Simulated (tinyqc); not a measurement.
## Bias-temperature instability, empirical power law with universal recovery: effect of the time exponent at a fixed measured point

Threshold-voltage shift at the end of a stress: dV = A (V/V0)^g exp[-(Ea q/kB)(1/T - 1/T0)] (t/1 s)^n. After a delay tr the permanent share pp stays and the rest falls by r = 1/(1 + B (tr/t)^be). An empirical model: its parameters are fits, not properties.

The lifetime solves dV = dc; ten years are 3.15576e8 s. A is rescaled so that the shift at ts, V0 and T0 stays the same.

Values chosen for this exercise: reference stress voltage V0 = 1.8 V; reference temperature T0 = 373 K; shift after 1 s at V0 and T0 A = 4.1 mV; time exponent n = 0.22; voltage exponent g = 3.6; apparent activation energy of the shift Ea = 0.09 eV; use voltage V = 0.97 V; use temperature T = 398 K; failure criterion dc = 50 mV; stress time ts = 100 s.

Constants: q = 1.602176634e-19 C, kB = 1.380649e-23 J/K. Results are converted to the units shown.

Effect of the time exponent at a fixed measured point:

| nx | A (mV) | shift after ten years (mV) | lifetime (years) |
|---|---|---|---|
| 0.1 | 7.125 | 6.493 | 7.327e9 |
| 0.125 | 6.350 | 9.440 | 6.196e6 |
| 0.15 | 5.660 | 13.72 | 5.541e4 |
| 0.175 | 5.044 | 19.95 | 1907 |
| 0.2 | 4.496 | 29.00 | 152.4 |
| 0.225 | 4.007 | 42.16 | 21.35 |
| 0.25 | 3.571 | 61.28 | 4.431 |
| 0.275 | 3.183 | 89.09 | 1.224 |
| 0.3 | 2.837 | 129.5 | 0.4190 |

The ten-year shift rises from 6.49 to 130 mV and the lifetime falls from 7.33e9 to 0.419 years: an error of 0.025 in the exponent changes the shift by a factor of 1.45 over the 6.50 decades from ts to ten years. For nx = 0.1, 0.125, 0.15, 0.175 the lifetime is a formal extrapolation far beyond any test.

tinyqc, about 0.01 s, one thread, Intel Xeon 2.30GHz (shared host): `OMP_NUM_THREADS=1 python tinyqc.py 2070135 2070136 out.jsonl`
